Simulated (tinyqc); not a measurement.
Worked calculation: Hueckel theory of the pi electrons, for the molecule [CH2]C([CH2])=CC(=O)C=C (SMILES; centres numbered as the heavy atoms are written). Computed by tinyqc, a small Python program that keeps every step. Settings: charge = 0. Command: `OMP_NUM_THREADS=1 python tinyqc.py 25005 25006 out.jsonl` (the two numbers bound the seeds that draw the settings). One thread of a shared host (Intel(R) Xeon(R) Processor @ 2.60GHz), about 0.02 s of CPU time with the checks.

## The Hueckel matrix

Centres:
```
centre  z_r, pi electrons of the neutral centre        h
1C                                            1  0.00000
2C                                            1  0.00000
3C                                            1  0.00000
4C                                            1  0.00000
5C                                            1  0.00000
6O                                            1  1.00000
7C                                            1  0.00000
8C                                            1  0.00000
```

Bonds:
```
i  j  k
1  2  1
2  3  1
2  4  1
4  5  1
5  6  1
5  7  1
7  8  1
```

H_rr = alpha + h_r beta, H_rs = k_rs beta for bonded centres.

Hueckel matrix in units of beta (H = alpha + beta A), lower triangle:
```
         1C       2C       3C       4C       5C       6O       7C       8C
1C  0.00000
2C  1.00000  0.00000
3C  0.00000  1.00000  0.00000
4C  0.00000  1.00000  0.00000  0.00000
5C  0.00000  0.00000  0.00000  1.00000  0.00000
6O  0.00000  0.00000  0.00000  0.00000  1.00000  1.00000
7C  0.00000  0.00000  0.00000  0.00000  1.00000  0.00000  0.00000
8C  0.00000  0.00000  0.00000  0.00000  0.00000  0.00000  1.00000  0.00000
```

## Orbitals

pi electrons, sum of z_r less the charge = 8

Diagonalise; E = alpha + x beta with beta < 0, so the largest x are filled first; degenerate levels share their electrons. P = sum n_i c_ri c_si; each orbital has its largest coefficient positive (the first on a tie).

x values: 2.17009  1.61803  1.00000  0.31111  0.00000  -0.61803  -1.48119  -2.00000

occupations: 2.00000  2.00000  2.00000  2.00000  0.00000  0.00000  0.00000  0.00000

coefficients:
```
        MO1       MO2       MO3       MO4       MO5       MO6       MO7       MO8
1C  0.15150   0.38042   0.00000  -0.32702   0.70711  -0.23511  -0.33182  -0.24495
2C  0.32877   0.61554   0.00000  -0.10174   0.00000   0.14531   0.49148   0.48990
3C  0.15150   0.38042   0.00000  -0.32702  -0.70711  -0.23511  -0.33182  -0.24495
4C  0.41046   0.23511   0.00000   0.62240   0.00000   0.38042  -0.06435  -0.48990
5C  0.56197  -0.23511   0.00000   0.29537   0.00000  -0.38042  -0.39617   0.48990
6O  0.48028  -0.38042   0.57735  -0.42876   0.00000   0.23511   0.15967  -0.16330
7C  0.32877  -0.23511  -0.57735  -0.10174   0.00000  -0.38042   0.49148  -0.32660
8C  0.15150  -0.14531  -0.57735  -0.32702   0.00000   0.61554  -0.33182   0.16330
```

charge and bond-order matrix P, lower triangle:
```
          1C        2C        3C        4C       5C        6O       7C       8C
1C   0.54924
2C   0.63449   0.99466
3C   0.54924   0.63449   0.54924
4C  -0.10382   0.43270  -0.10382   1.22228
5C  -0.20179   0.01998  -0.20179   0.71846  0.91666
6O   0.13652  -0.06528   0.13652  -0.31834  0.46540   1.78512
7C  -0.01272  -0.05255  -0.01272   0.03270  0.41998  -0.08473  1.01411
8C   0.14924  -0.01272   0.14924  -0.35103  0.04542  -0.13015  0.90116  0.96869
```

## Energy, charges, bond orders

E = sum n x; q_r = z_r - P_rr; bond order p = P_rs; free valence = sqrt(3) - sum of p over the bonds of the atom.

pi energy = 8 alpha + this times beta = 10.19846

pi charges: 1C 0.45076, 2C 0.00534, 3C 0.45076, 4C -0.22228, 5C 0.08334, 6O -0.78512, 7C -0.01411, 8C 0.03131

Bond orders and lengths from R = 1.517 - 0.180 p (angstrom, C-C alone):
```
bond        p        R
1-2   0.63449  1.40279
2-3   0.63449  1.40279
2-4   0.43270  1.43911
4-5   0.71846  1.38768
5-6   0.46540        -
5-7   0.41998  1.44140
7-8   0.90116  1.35479
```

free valence of the carbons: 1C 1.09756, 2C 0.03037, 3C 1.09756, 4C 0.58090, 5C 0.12822, 7C 0.41092, 8C 0.83089

gap between the highest filled and the next level = 0.31111 |beta|
